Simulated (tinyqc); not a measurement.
Free and trapped electrons in a MOS channel with a dense trap tail: two steps of the calculation.

p-type body, charge-sheet picture, full ionisation (an idealisation for deep acceptors), Boltzmann statistics for free electrons. e = Ec - EF at the surface. Acceptor-like traps of density D(E) = D0 + De exp(-E/Ew) at depth E below Ec, from 0 to Eu, hold n_t = integral of D(E)/(1 + exp((e - E)/Vt)). psi = Eg - Vt ln(Nv/Na) - e; N_dep = sqrt(2 eps0 eps_r Na (psi - Vt)/q); n_f = sqrt(N_dep^2 + 2 eps0 eps_r Vt Nc exp(-e/Vt)/q) - N_dep; Vg = Vfb + psi + q (N_dep + n_t + n_f)/Cox, Cox = eps0 eox/tox.

Values chosen for this exercise; band and dielectric values close to those of 4H silicon carbide:
- T = 300 K (temperature)
- Eg = 3.24 eV (band gap)
- eps_r = 9.68 (relative permittivity)
- Nc = 1.69e19 cm^-3 (conduction-band density of states at T)
- Nv = 2.53e19 cm^-3 (valence-band density of states at T)
- eox = 3.9 (relative permittivity of the insulator)
- tox = 76 nm (insulator thickness)
- Na = 2.2e16 cm^-3 (acceptor density)
- Vfb = -2.79 V (flat-band voltage without trapped charge)
- D0 = 4.9e10 cm^-2 eV^-1 (constant background density of acceptor-like traps)
- De = 4.9e12 cm^-2 eV^-1 (density of the tail at the conduction edge)
- Ew = 0.14 eV (decay energy of the tail)
- Eu = 0.81 eV (depth below Ec down to which the traps reach)
- mf = 130 cm^2/(V s) (mobility of free electrons)
- e = 0.096 eV (Ec - EF at the surface)

Constants: q = 1.602176634e-19 C, kB = 1.380649e-23 J/K, Vt = kB T/q, eps0 = 8.8541878128e-14 F/cm where lengths are in cm. Results are converted to the units shown.

Question 1. Trapped charge. Trapezoid rule on 13 equal steps from 0 to Eu, f = 1/(1 + exp((e - E)/Vt)).

Give: E; D(E) f; n_t.

Answer 1.

```
point   E (eV)  D(E) f (cm^-2 eV^-1)
0            0              1.178e11
1      0.06231              6.812e11
2       0.1246              1.549e12
3       0.1869              1.300e12
4       0.2492              8.728e11
5       0.3115              5.782e11
6       0.3738              3.882e11
7       0.4362              2.664e11
8       0.4985              1.883e11
9       0.5608              1.383e11
10      0.6231              1.062e11
11      0.6854              8.565e10
12      0.7477              7.248e10
13      0.8100              6.405e10
```

n_t = 3.936e11 cm^-2

Question 2. Charges and gate voltage. psi, N_dep, n_f and Vg as defined, with the n_t given; free share n_f/(n_f + n_t); apparent mobility mf n_f/(n_f + n_t); gate voltage spent on traps q n_t/Cox.

n_t = 3.9361474e11 cm^-2

Find: psi; N_dep; n_f; Vg; free share; apparent mobility; gate voltage spent on traps.

Answer 2.

psi = 2.962 V
N_dep = 8.313e11 cm^-2
n_f = 6.596e10 cm^-2
Vg = 4.724 V
free share = 14.35 %
apparent mobility = 18.66 cm^2/(V s)
gate voltage spent on traps = 1.388 V

Computed by the program tinyqc: `OMP_NUM_THREADS=1 python tinyqc.py 2222056 2222057 out.jsonl`, one thread of a shared Intel Xeon 2.30GHz, about 0.03 s for the whole run.
